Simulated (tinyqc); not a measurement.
Inside a calculation: strain-driven crossing of the Gamma and L valleys in a germanium-like crystal. Values are carried at full precision from step to step, so a last printed digit may differ when a step is redone from the rounded ones.

Biaxial loads: e0 is the in-plane strain e_par and the normal is free. (001): e_perp = -2 (C12/C11) e_par; exx = eyy = e_par, ezz = e_perp, no shear. (111): e_perp = -(2 C11 + 4 C12 - 4 C44)/(C11 + 2 C12 + 4 C44) e_par; exx = eyy = ezz = (2 e_par + e_perp)/3 and exy = eyz = ezx = (e_perp - e_par)/3. (110): e_perp = -(C11 + 3 C12 - 2 C44)/(C11 + C12 + 2 C44) e_par; exx = eyy = (e_par + e_perp)/2, ezz = e_par, exy = (e_perp - e_par)/2, eyz = ezx = 0. Uniaxial loads: a stress along n, scaled so that n.e.n = e0, with exx = s11 sxx + s12 (syy + szz), exy = s44 sxy/2, s11 = (C11 + C12)/((C11 - C12)(C11 + 2 C12)), s12 = -C12/((C11 - C12)(C11 + 2 C12)), s44 = 1/C44.

Constants: kB = 8.617333262e-05 eV/K; hc = 1239.841984 eV nm.

Inputs chosen for the exercise (near those of Ge, gaps at low temperature; the results hold for these values, not for the real material):
```
symbol  value           unit  meaning
C11     130.4           GPa
C12     49.1            GPa
C44     65.7            GPa
load    uniaxial [100]        kind of strain
e0      0.0349                size of the strain
Eg      0.884           eV    gap at Gamma to the s-like level
EgL     0.733           eV    gap to L
Dso     0.286           eV    spin-orbit splitting
ac      -8.29           eV    conduction deformation potential
av      1.22            eV    valence hydrostatic potential
b       -2.56           eV    tetragonal shear potential
d       -5.33           eV    trigonal shear potential
aL      -1.76           eV    hydrostatic potential of the L edge, Xd + Xu/3
XuL     16.56           eV    uniaxial potential, L
mG      0.0416          m0    mass at Gamma
mL      0.557           m0    density-of-states mass of the four L valleys together
T       300             K     temperature
```

## The strain tensor for a uniaxial [100] load

Form the tensor and its trace.

strain tensor in the cubic axes:
```
          x          y          z
x  0.034900   0.000000   0.000000
y  0.000000  -0.009546   0.000000
z  0.000000   0.000000  -0.009546
```

tr(e) = 0.015807

## Band edges

Edges from the unstrained valence top: Gamma at Eg + ac tr(e); an L valley with unit axis u at EgL + aL tr(e) + XuL (u.e.u - tr(e)/3), u along [111], [1-1-1], [-11-1], [-1-11]; valence edges are the levels of the 6 x 6 matrix of X, Y, Z times spin with -Dso/3 + l exx + m (eyy + ezz) on the diagonal (cyclic), n exy off it, l = av + 2 b, m = av - b, n = sqrt(3) d. Spin-orbit term (Dso/3) L.sigma on X, Y, Z with (L_k)_ij = -i epsilon_kij: <X+|H|Y+> = -i Dso/3, <X+|H|Z-> = Dso/3, <Y+|H|Z-> = -i Dso/3, <Z+|H|X-> = -Dso/3, <Z+|H|Y-> = i Dso/3, <X-|H|Y-> = i Dso/3, and their conjugates; + and - are the spin along z.

Give the edges and the direct and indirect gaps from the top valence edge.

Gamma edge = 0.7530 eV

L edges (eV): [111] 0.7052, [1-1-1] 0.7052, [-11-1] 0.7052, [-1-11] 0.7052

valence edges from the top (eV): 0.1331  0.0019  -0.3631

direct and indirect gap (eV): 0.6199  0.5721

The gap is indirect: Gamma lies 48 meV above the lowest L valley. The top two valence edges are 131 meV apart. At strains above 3 % second-order terms, left out here, matter.

## Electrons in the Gamma valley

Non-degenerate, parabolic: share = mG^(3/2)/(mG^(3/2) + (mL^(3/2)/4) sum_i exp(-(E_Li - E_Gamma)/kT)). Also the offset at which four equal L valleys hold half of the electrons, kT ln((mL/mG)^(3/2)), and the wavelength hc/E of the direct gap.

(mL/mG)^(3/2) = 48.99
share in Gamma = 0.320 %
offset for an even split = 100.6 meV
wavelength = 2000 nm

With the L valleys as they lie here, Gamma must be 101 meV below the lowest of them to hold half of the electrons at 300 K; it lies 48 meV above. A direct gap alone is not enough.

## Checks

- Gamma and lowest L edge at e0 = 0.05105, where the linear shifts make them meet (eV): both 0.6923.

tinyqc: `OMP_NUM_THREADS=1 python tinyqc.py 1080033 1080034 out.jsonl`; about 0.01 s, one thread, shared Intel(R) Xeon(R) Processor @ 2.30GHz.
